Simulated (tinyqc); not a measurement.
Frenkel-Kontorova chain: a misfit dislocation (kink) in a monolayer on a periodic substrate: one step, computed by the program tinyqc.

E = sum_j [(k/2)(x_(j+1) - x_j - b)^2 + (W/2)(1 - cos(2 pi x_j/a))], x_j = a (j + u_j). A kink takes u from 0 to 1: the chain is stretched by one period and has one atom fewer than wells.

Problem. Continuum limit. l0 = sqrt(k a^2/(2 W)); kink u(j) = (2/pi) arctan exp(pi j/l0); kink energy at f = 0: E0 = (4/pi) W l0; with misfit E0 - k a^2 f; kinks become favourable at f_c = 2/(pi l0), and a coherent chain with free ends loses stability at f_m = 1/l0. Lowest vibration of the flat chain: nu0 = 15.6333042 THz x sqrt(2 pi^2 W/(a^2 M)).

Inputs (values chosen for the exercise, for a model overlayer):
```
quantity              value           unit
spring constant k      6.88  eV/angstrom^2
substrate period a     3.67       angstrom
corrugation W          10.3             eV
misfit f = (b - a)/a   0.42              -
atomic mass M          52.5              u
```

Constants: nu for 1 eV/(angstrom^2 u) = 15.6333042 THz.

Give: kink width l0; kink energy E0; kink energy with misfit; critical misfit f_c; limit f_m; gap frequency nu0.

Solution.

kink width l0 = 2.121

kink energy E0 = 27.81 eV

kink energy with misfit = -11.11 eV

critical misfit f_c = 0.3002

limit f_m = 0.4715

gap frequency nu0 = 8.383 THz

f_c < f < f_m: kinks lower the energy, but must enter over a barrier at the ends. Caution: a corrugation above 1 eV is larger than real overlayers usually show; it is chosen to keep the kink narrow. Caution: for l0 below about 3 the kink spans few atoms, and the continuum kink energy is off by about 2 per cent or more.
